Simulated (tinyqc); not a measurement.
# Worked calculation: undoped gate-all-around wire MOSFET, analytic charge model

Program tinyqc, `OMP_NUM_THREADS=1 python tinyqc.py 2460109 2460110 out.jsonl`; Intel Xeon 2.30GHz, shared host, one thread, about 0.03 s. Printed values are rounded.

An undoped round wire of radius R under an insulator shell and a surrounding gate; long channel, electrons only, n = ni exp((psi - V)/Vt) with V the quasi-Fermi potential (0 at the source, Vd at the drain), constant mobility, no quantisation. The radial Poisson equation gives n(r) = n(0)/(1 - (1 - b) r^2/R^2)^2 with b = Q0/(Q + Q0). Q is the electron charge per area of the wire surface.

Inputs (values chosen for the exercise); material values close to those of silicon:
```
symbol,value,unit,meaning
T,300,K,temperature
Eg,1.12,eV,band gap
eps_r,11.7,,relative permittivity of the semiconductor
Nc,2.82e19,cm^-3,conduction-band density of states at T
Nv,2.68e19,cm^-3,valence-band density of states at T
eox,4.09,,relative permittivity of the gate insulator
tox,2.1,nm,insulator thickness
R,3,nm,wire radius
dphi,-0.03,V,gate work function less that of the intrinsic body
mu,460,cm^2/(V s),channel mobility
L,0.2,um,gate length
Vg,1.03,V,gate voltage
Vd,0.8,V,drain voltage
```

Constants: q = 1.602176634e-19 C, kB = 1.380649e-23 J/K, Vt = kB T/q, eps0 = 8.8541878128e-14 F/cm where lengths are in cm. Results are converted to the units shown.

Range of the model: In a wire this thin, quantum confinement raises the threshold; it is left out. The surface density at the source passes 0.3 Nc, where Boltzmann statistics fail. mu V/L, with V the smaller of Vd and Vg - V0, passes 3e6 cm/s, so velocity saturation, left out here, would lower the current.

## Constants of the wire

ni = sqrt(Nc Nv) exp(-Eg/(2 Vt)), Eg in volts; Cox = eps0 eox/(R ln(1 + tox/R)); Q0 = 4 eps0 eps_r Vt/R; V0 = dphi + Vt ln[8 eps0 eps_r Vt/(q ni R^2)].

ni = 1.075489e10 cm^-3
Cox = 2.274890 uF/cm^2
Q0 = 357.0816 nC/cm^2
V0 = 0.5140930 V

## Iteration 1: charge at the source by Newton steps

Q at the start = 36 nC/cm^2

With V = 0: f = Q/Cox + Vt ln(Q/Q0) + Vt ln(1 + Q/Q0) - (Vg - V0); f' = 1/Cox + Vt/Q + Vt/(Q + Q0); Q(new) = Q - f/f'.

f = -0.5569149 V
f' = 0.001223460 V cm^2/nC
Q after iteration 1 = 491.1966 nC/cm^2

## Iteration 2: charge at the source by Newton steps

As before.

f = -0.2693740 V
f' = 5.226882e-4 V cm^2/nC
Q after iteration 2 = 1006.559 nC/cm^2

## Course of the iteration: charge at the source by Newton steps

Stop when Q changes by less than 1e-8 nC/cm^2, or after 40 iterations.

Course of the iteration:
```
iteration  Q (nC/cm^2)  |change| (nC/cm^2)
1             491.1966                 455
2             1006.559                 515
3             1031.363                24.8
4             1031.388              0.0247
5             1031.388             2.38e-8
6             1031.388                   0
```

Converged in 6 iterations. At the end the number of correct digits about doubles with each step.

## Drain current and line charge

Qs = 1031.388 nC/cm^2
Qd = 0.006027866 nC/cm^2

Q solves Vg - V0 - V = Q/Cox + Vt ln(Q/Q0) + Vt ln(1 + Q/Q0). I = mu (2 pi R/L)[2 Vt (Qs - Qd) + (Qs^2 - Qd^2)/(2 Cox) + Vt Q0 ln((Qd + Q0)/(Qs + Q0))], with Qs at V = 0 and Qd at V = Vd. Electrons per length at the source: 2 pi R Qs/q; surface over centre density: (1 + Qs/Q0)^2.

first term = 2.311918 uA
second term = 10.13637 uA
third term = -0.5434788 uA
I = 11.90481 uA
electrons per length = 1.213424 1/nm
surface over centre density = 15.11950

The square-law term makes up 85.1 % of the current.
